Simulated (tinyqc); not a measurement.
Inside a calculation. Model: p-n diode with diffusion and depletion-layer recombination.

Computed by the program tinyqc: `OMP_NUM_THREADS=1 python tinyqc.py 2260102 2260103 out.jsonl`, one thread of a shared Intel Xeon 2.30GHz, about 0.01 s for the whole run. Printed values are rounded.

Abrupt junction in the depletion approximation, low injection, full ionisation, neutral widths fixed, ohmic contact on the p side. Vj is the junction voltage; where a series resistance Rs is given, V = Vj + J Rs is the terminal voltage.

Parameters, values chosen for the exercise; band and dielectric values close to those of gallium nitride:

| symbol | value | unit | meaning |
|---|---|---|---|
| T | 350 | K | temperature |
| Eg | 3.42 | eV | band gap |
| eps_r | 9.46 |  | relative permittivity |
| Nc | 2.87e18 | cm^-3 | conduction-band density of states at T |
| Nv | 5.72e19 | cm^-3 | valence-band density of states at T |
| Na | 1e16 | cm^-3 | acceptor density |
| Nd | 7.4e15 | cm^-3 | donor density |
| mun | 760 | cm^2/(V s) | electron mobility in the p side |
| mup | 29 | cm^2/(V s) | hole mobility in the n side |
| tn | 5e-9 | s | electron lifetime |
| tp | 4e-7 | s | hole lifetime |
| wp | 23 | um | neutral width of the p side |
| wn | 1.2 | um | neutral width of the n side |
| Sp | 1e7 | cm/s | recombination velocity at the n contact |
| Rs | 0.0031 | ohm cm^2 | series resistance |
| Et | 0 | eV | trap level above the intrinsic level |
| Vj | 2.31 | V | junction voltage at which recombination is evaluated |
| V | 2.95 | V | terminal voltage |

Constants: q = 1.602176634e-19 C, kB = 1.380649e-23 J/K, Vt = kB T/q, eps0 = 8.8541878128e-14 F/cm where lengths are in cm. Results are converted to the units shown.

Range of the model: At the terminal voltage used the injected minority density exceeds a tenth of the lighter doping, so the low-injection formulas overstate the current.

## Diffusion lengths and saturation currents

ni = sqrt(Nc Nv) exp(-Eg/(2 Vt)), Eg in volts; D = mu Vt; Ln = sqrt(Dn tn), Lp = sqrt(Dp tp); J0n = q ni^2 Dn coth(wp/Ln)/(Ln Na); J0p = (q ni^2 Dp/(Lp Nd)) (s + tanh(wn/Lp))/(1 + s tanh(wn/Lp)), s = Sp Lp/Dp.

ni = 3.05297e-6 cm^-3
Ln = 3.38542 um
Lp = 5.91493 um
J0n = 1.01111e-41 A/cm^2
J0p = 1.48996e-42 A/cm^2

wp/Ln = 6.8 and wn/Lp = 0.20; electrons carry 87.2 % of the diffusion current.

## Recombination in the depleted layer

ni = sqrt(Nc Nv) exp(-Eg/(2 Vt)), Eg in volts. Vbi = Vt ln(Na Nd/ni^2), W = sqrt(2 eps0 eps_r (Vbi - Vj)(1/Na + 1/Nd)/q), xp = W Nd/(Na + Nd), xn = W Na/(Na + Nd); u(x) = q Na (x + xp)^2/(2 eps0 eps_r) for x < 0 and Vbi - Vj - q Nd (xn - x)^2/(2 eps0 eps_r) for x > 0; p = Na exp(-u/Vt), n = Nd exp((u - Vbi + Vj)/Vt); U = ni^2 (exp(Vj/Vt) - 1)/(tp (n + ni exp(Et/Vt)) + tn (p + ni exp(-Et/Vt))); J_scr = q times the integral of U from -xp to xn. Trapezoid rule on 13 equal steps.

W = 405.642 nm

```
point	x (nm)	u (V)	n (cm^-3)	p (cm^-3)	U (cm^-3 s^-1)
0	-172.515	0.000000	1.70601e6	1e16	3.41202e14
1	-141.311	0.009312	2.32310e6	7.34368e15	4.64620e14
2	-110.108	0.037248	5.86578e6	2.90841e15	1.17316e15
3	-78.905	0.083808	2.74636e7	6.21190e14	5.49269e15
4	-47.702	0.148991	2.38430e8	7.15519e13	4.76732e16
5	-16.498	0.232799	3.83827e9	4.44474e12	7.18048e17
6	14.705	0.331632	1.01687e11	1.67770e11	4.10950e17
7	45.908	0.421213	1.98233e12	8.60607e9	2.15140e16
8	77.112	0.497012	2.44702e13	6.97178e8	1.74294e15
9	108.315	0.559029	1.91272e14	8.91928e7	2.22982e14
10	139.518	0.607265	9.46712e14	1.80204e7	4.50509e13
11	170.721	0.641720	2.96713e15	5.74969e6	1.43742e13
12	201.925	0.662392	5.88854e15	2.89717e6	7.24292e12
13	233.128	0.669283	7.4e15	2.30542e6	5.76354e12
```

J_scr = 6.03678e-7 A/cm^2

With 2000 steps J_scr = 7.203e-7 A/cm^2; the coarse value is 16 % below it. U is largest at x = -16.5 nm among these points; the peak lies where tp n = tn p. On the fine grid U peaks at 1.460e18 cm^-3 s^-1, and J_scr/(q U_max) is 7.59 % of W, the effective width of the recombining zone.

## Starting value

Vj = V.

Vj at the start = 2.95 V

## Iteration 1: new Vj

J0 = J0n + J0p = 1.16011e-41 A/cm^2

Diffusion current alone: J = J0 (exp(Vj/Vt) - 1), g = Vj + J Rs - V, g' = 1 + Rs J0 exp(Vj/Vt)/Vt, Vj(new) = Vj - g/g'.

J = 34.8842 A/cm^2
g = 0.108141 V
g' = 4.58550
Vj after iteration 1 = 2.92642 V

## Iteration 2: new Vj

As before.

J = 15.9604 A/cm^2
g = 0.0258941 V
g' = 2.64046
Vj after iteration 2 = 2.91661 V

## Course of the iteration

Stop when the step is below 1e-10 V, or after 80 iterations.

Course of the iteration:
```
iteration	Vj before the step (V)	step (V)
1	2.95	-0.0236
2	2.92642	-9.81e-3
3	2.91661	-1.08e-3
4	2.91553	-1.05e-5
5	2.91552	-9.77e-10
6	2.91552	0
```

Converged in 6 iterations.
